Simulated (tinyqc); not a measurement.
Inside a calculation. Model: deep trap from a strong local potential in a two-band host (Koster-Slater model with semi-elliptic bands). Computed by tinyqc, a small Python program that keeps every step. Command: `OMP_NUM_THREADS=1 python tinyqc.py 3011033 3011034 out.jsonl deeptrap walk`. One thread of a shared host (Intel(R) Xeon(R) Processor @ 2.30GHz), about 0.03 s of CPU time with the checks. Intermediate numbers are printed to about 6 digits and carried at full precision; extremes and crossings named in words are read from the listed rows.

The valence band spans -2 W_v to 0 and the conduction band E_g to E_g + 2 W_c. The orbital at the impurity site has weight f_v in the valence band and 1 - f_v in the conduction band, each spread as a semi-ellipse (2/(pi W^2)) sqrt(W^2 - x^2) about the band centre. The impurity adds U to this orbital. Spin is left out.

Inputs (values chosen for the exercise, for a model semiconductor):

| quantity | value | unit |
|---|---|---|
| gap E_g | 1.52 | eV |
| half-width of the valence band W_v | 3.7 | eV |
| half-width of the conduction band W_c | 5 | eV |
| valence weight f_v of the site orbital | 0.4 | - |
| impurity potential U | 11.7 | eV |
| levels per band n | 3 | - |
| trial energy E | 0.306 | eV |

Impurity: repulsive, acceptor-like.

## Green function at the trial energy

In the gap G(E) = f_v (2/W_v^2)[x - sqrt(x^2 - W_v^2)] - (1 - f_v)(2/W_c^2)[y - sqrt(y^2 - W_c^2)], x = E + W_v, y = E_g + W_c - E. The potential that would put a level at E is U = 1/G(E).

valence part = 0.144363 1/eV

conduction part = -0.121167 1/eV

G(E) = 0.0231959 1/eV

potential needed = 43.1110 eV

## Thresholds and the vacancy level

G falls across the gap from G(0) to G(E_g). A repulsive U binds if U > 1/G(0), an attractive one if U < 1/G(E_g); the vacancy level (U infinite) solves G(E) = 0 (bisection).

G(0) = 0.104114 1/eV

G(E_g) = -0.150134 1/eV

repulsive threshold = 9.60483 eV

attractive threshold = -6.66070 eV

vacancy level = 0.512273 eV

## The trap level

The trap level solves G(E) = 1/U (bisection). With D = -dG/dE = D_v + D_c, D_v = f_v (2/W_v^2)[x/sqrt(x^2 - W_v^2) - 1] and D_c = (1 - f_v)(2/W_c^2)[y/sqrt(y^2 - W_c^2) - 1], the weight on the impurity orbital is 1/(U^2 D) and the conduction-band character is D_c/D.

trap level E_t = 0.0144060 eV

weight on the impurity orbital = 0.0115452

conduction-band character = 0.0427148

depth below the conduction band = 1.50559 eV

The level comes up from the valence band and has covered 3 % of the way to the vacancy level, which it can never pass; 99 % of the state lies on host orbitals.

## The same problem as a small matrix

Each band is replaced by n levels e_k = centre + W cos(k pi/(n + 1)) with weights w_k = f (2/(n + 1)) sin^2(k pi/(n + 1)), k = 1..n (valence first); H_kl = e_k delta_kl + U sqrt(w_k w_l).

host levels e_k (eV): -1.0837  -3.7000  -6.3163  10.0555  6.5200  2.9845

weights w_k: 0.10  0.20  0.10  0.15  0.30  0.15

H (eV):
```
        1        2        3        4        5       6
1  0.0863   1.6546   1.1700   1.4330   2.0265  1.4330
2  1.6546  -1.3600   1.6546   2.0265   2.8659  2.0265
3  1.1700   1.6546  -5.1463   1.4330   2.0265  1.4330
4  1.4330   2.0265   1.4330  11.8105   2.4819  1.7550
5  2.0265   2.8659   2.0265   2.4819  10.0300  2.4819
6  1.4330   2.0265   1.4330   1.7550   2.4819  4.7395
```

## Levels of the small matrix

Diagonalise H (2n rows). The trap level, between the highest valence and the lowest conduction e_k, is number n + 1 from below for an attractive impurity and number n for a repulsive one.

levels (eV): -5.9115  -2.6613  -0.2298  3.8818  8.7049  16.3758

trap level of the matrix = -0.229768 eV

It misses the Green-function level by -0.2442 eV. The lone level at 16.38 eV is the split-off partner, which holds a large part of the impurity orbital.

## Chemical trend: level against potential

U is 1.05, 1.2, 1.5, 2, 3, 5, 10 and 30 times the threshold, rounded to three digits; the largest values are formal and only show the vacancy limit.

Trend:

| U (eV) | E_t (eV) | weight on the impurity | conduction character | E_t - vacancy level (eV) |
|---|---|---|---|---|
| 10.1 | 0.001044 | 0.0040367 | 0.011039 | -0.511229 |
| 11.5 | 0.012156 | 0.0109392 | 0.039047 | -0.500117 |
| 14.4 | 0.051739 | 0.0149624 | 0.085824 | -0.460534 |
| 19.2 | 0.120943 | 0.0132589 | 0.141324 | -0.391330 |
| 28.8 | 0.221749 | 0.0081034 | 0.207930 | -0.290524 |
| 48.0 | 0.324892 | 0.0035194 | 0.269991 | -0.187381 |
| 96.0 | 0.414245 | 0.0009791 | 0.321520 | -0.098028 |
| 288.0 | 0.478751 | 0.0001150 | 0.357976 | -0.033522 |

dE_t/dU equals the weight on the impurity, which peaks at 0.015 (U = 14.4 eV) and falls to 1.2e-4 in the last row, so beyond the peak each further eV of potential moves the level less. The level nears the vacancy level, 0.512 eV, as 1/U: it is 0.098 eV away at 10 times the threshold and 0.034 eV at 30 times, and the state is then host-like.

## Opening the gap, as alloying or pressure does

The conduction band is shifted rigidly; widths, weights and U stay.

Against the gap:

| E_g (eV) | E_t (eV) | depth below E_c (eV) | conduction character |
|---|---|---|---|
| 0.760 | none | - | - |
| 0.988 | 8.63714e-05 | 0.98791 | 0.0045981 |
| 1.220 | 3.85683e-03 | 1.21614 | 0.0261220 |
| 1.370 | 8.51406e-03 | 1.36149 | 0.0355338 |
| 1.520 | 1.44060e-02 | 1.50559 | 0.0427148 |
| 1.750 | 2.52129e-02 | 1.72479 | 0.0507604 |
| 1.980 | 3.75699e-02 | 1.94243 | 0.0563624 |
| 2.430 | 6.45938e-02 | 2.36541 | 0.0629934 |

As the conduction band moves up by 1.442 eV the level follows by 0.065 eV, a mean slope of 0.04; the local slope is the conduction character. A shallow donor would follow with slope 1 and a shallow acceptor with slope 0. For E_g = 0.76 eV there is no level in the gap: it has merged into a band.

Checks made by the program: closed form against a 4000-point quadrature of the densities of states (relative difference below 1e-10); 200 levels per band against the Green function (relative difference below 1e-10).
